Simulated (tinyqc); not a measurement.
Worked calculation: tight binding, honeycomb lattice. Computed by tinyqc, a small Python program that keeps every step. Settings: t1 = 2.11, t2 = 0.22, phi = 2.59, delta = 0, points = 5. Command: `OMP_NUM_THREADS=1 python tinyqc.py 23212 23213 out.jsonl` (the two numbers bound the seeds that draw the settings). One thread of a shared host (Intel(R) Xeon(R) Processor @ 2.60GHz), about 0.01 s of CPU time with the checks.

## Bloch Hamiltonian at k

Parameters chosen for this model:
```
parameter     value                        unit
t1         2.110000                 eV, nearest
t2         0.220000       eV, second neighbours
phi        2.590000  rad, phase of t2 (Haldane)
delta             0          eV, +/- on A and B
```

k point k (fractions of the reciprocal vectors): 0.18000  0.17000

H_AB = -t1 (1 + exp(-i k.a1) + exp(-i k.a2)); H_AA = delta - 2 t2 sum cos(k.b + phi), H_BB = -delta - 2 t2 sum cos(k.b - phi), b = a1, a2 - a1, -a2.

H(k) at k (eV):
```
                   A                  B
A            0.70620  -4.02489+3.75819i
B  -4.02489-3.75819i            0.72200
```

## Levels at k

Diagonalise the Hermitian matrix.

eigenvalues (eV): -4.79261  6.22081

weights |c|^2 of the basis functions:
```
    band 1   band 2
A  0.50072  0.49928
B  0.49928  0.50072
```

## Bloch Hamiltonian at K

k point K (fractions of the reciprocal vectors): 0.33333  0.66667

As before.

H(k) at K (eV):
```
         A         B
A  0.03695   0.00000
B  0.00000  -1.16118
```

## Levels at K

As before.

eigenvalues (eV): -1.16118  0.03695

weights |c|^2 of the basis functions:
```
    band 1   band 2
A  0.00000  1.00000
B  1.00000  0.00000
```

## Bands along a path

The same steps at evenly spaced points between the labelled ones.

Bands along the path (eV):
```
k            band 1   band 2
G          -5.20577  7.45423
G-K 0.20   -5.02974  6.90063
G-K 0.40   -4.47270  5.39737
G-K 0.60   -3.49905  3.35591
G-K 0.80   -2.18898  1.29918
K          -1.16118  0.03695
K-M 0.20   -1.45535  0.37399
K-M 0.40   -1.88374  0.90265
K-M 0.60   -2.21563  1.34775
K-M 0.80   -2.41744  1.63591
M          -2.48474  1.73526
M-K' 0.20  -2.41744  1.63591
M-K' 0.40  -2.21563  1.34775
M-K' 0.60  -1.88374  0.90265
M-K' 0.80  -1.45535  0.37399
K'         -1.16118  0.03695
```

With 1 band(s) filled, the highest filled level on these points lies at K' and the lowest empty one at K': a gap of 1.1981 eV, direct.

## Chern number of the lower band

On a 5 x 5 mesh, the phase of the product of overlaps around each plaquette (k1 then k2); the sum over 2 pi is an integer.

plaquette phases (rad):
```
          1         2         3         4         5
1   0.00000  -0.00991  -0.16345   0.02786   0.01753
2  -0.00991  -0.05489  -0.62453  -1.34543   0.02786
3  -0.16345  -0.62453  -0.43751  -0.62453  -0.16345
4   0.02786  -1.34543  -0.62453  -0.05489  -0.00991
5   0.01753   0.02786  -0.16345  -0.00991   0.00000
```

Chern number = -1.00000
